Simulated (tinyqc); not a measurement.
Time-dependent dielectric breakdown: cell percolation, Weibull statistics, area scaling and voltage extrapolation: one step, computed by the program tinyqc. Command: `OMP_NUM_THREADS=1 python tinyqc.py 3012688 3012689 out.jsonl tddb walk`. One thread of a shared host (Intel(R) Xeon(R) Processor @ 2.30GHz), about 0.01 s of CPU time with the checks.

The oxide is divided into columns of area a^2, each holding m = t_ox/a cells (m is taken as continuous). A share lambda(t) = (t/t_1)^alpha of the cells is defective, and a column whose cells are all defective breaks down.

Task: Weibull parameters from the cell model. Failure fraction F = 1 - (1 - lambda^m)^N with N = A/a^2 columns, which for small lambda^m is 1 - exp(-(t/t63)^beta) with beta = alpha m and t63 = t_1 N^(-1/beta); critical share lambda(t63) = N^(-1/m). 1 um^2 = 1e6 nm^2.

Inputs (values chosen for the exercise, for a model gate oxide):
```
quantity,value,unit
oxide thickness t_ox,1.5,nm
defect cell size a,1.3,nm
exponent alpha of defect growth,0.9,-
time t_1 at which the occupied share would reach 1,1.8e+12,s
test area A,100,um^2
```

Give: cells per column m; columns N; Weibull slope beta; characteristic life t63; critical share of defective cells.

Result:

cells per column m = 1.154

columns N = 5.917e+07

Weibull slope beta = 1.038

characteristic life t63 = 59022 s

critical share of defective cells = 1.837e-07

Times between F = 10 % and 90 % span a factor 19.5: the smaller beta = alpha m, the wider the scatter. Caution: t_1 is an input here; in a real oxide it changes with thickness at fixed voltage.
